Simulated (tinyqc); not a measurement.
MOSFET in the linear regime without short-channel effects, parameter extraction from computed curves: one step of the calculation.

Inversion charge Q = Cox n Vt W0(exp((Vg - VT)/(n Vt))), W0 the Lambert function and n = nf; u = Q/Cox; mobility mu = mu0/(1 + th1 u + th2 u^2); channel resistance Rch = (L - dL)/(W mu Q); Id = Vd/(Rch + Rsd/W). Cox = eps0 eox/tox. Small Vd, no channel-length or drain effects.

Problem. Threshold and mobility at the peak transconductance. gm_i = (Id_(i+1) - Id_(i-1))/(Vg_(i+1) - Vg_(i-1)); at the point j of largest gm the tangent meets the axis at V_ext = Vg_j - Id_j/gm_j; field-effect mobility gm_j L/(W Cox Vd) with the drawn L.

Parameters, values chosen for the exercise; channel values of the order met in silicon transistors: relative permittivity of the gate insulator (close to silicon dioxide) eox = 3.9; insulator thickness tox = 1.6 nm; low-field mobility mu0 = 410 cm^2/(V s); threshold voltage VT = 0.23 V; gate width W = 10 um; drawn gate length L = 0.057 um; drawn less effective length dL = 0.011 um; drain voltage Vd = 0.01 V.

Constants: eps0 = 8.8541878128e-14 F/cm where lengths are in cm. Results are converted to the units shown.

| point | Vg (V) | Id (uA) |
|---|---|---|
| 0 | -0.07 | 0.0010373250 |
| 1 | 0.08 | 0.23379880 |
| 2 | 0.23 | 28.410783 |
| 3 | 0.38 | 148.68749 |
| 4 | 0.53 | 236.66885 |
| 5 | 0.68 | 290.90485 |
| 6 | 0.83 | 326.47929 |
| 7 | 0.98 | 351.34078 |
| 8 | 1.13 | 369.60736 |

Find: gm; j; V_ext; field-effect mobility.

Solution.

| point | gm (uS) |
|---|---|
| 1 | 94.70 |
| 2 | 494.8 |
| 3 | 694.2 |
| 4 | 474.1 |
| 5 | 299.4 |
| 6 | 201.5 |
| 7 | 143.8 |

j = 3
V_ext = 0.1658 V
field-effect mobility = 183.3 cm^2/(V s)

V_ext is 64 mV below the model VT, and the mobility so found is 64 % below mu0 L/(L - dL) = 508 cm^2/(V s), the value for the drawn L; attenuation, series resistance and the slow approach of Q to a straight line all lower the peak gm.

Program tinyqc, `OMP_NUM_THREADS=1 python tinyqc.py 2210140 2210141 out.jsonl`; Intel Xeon 2.30GHz, shared host, one thread, about 0.01 s.
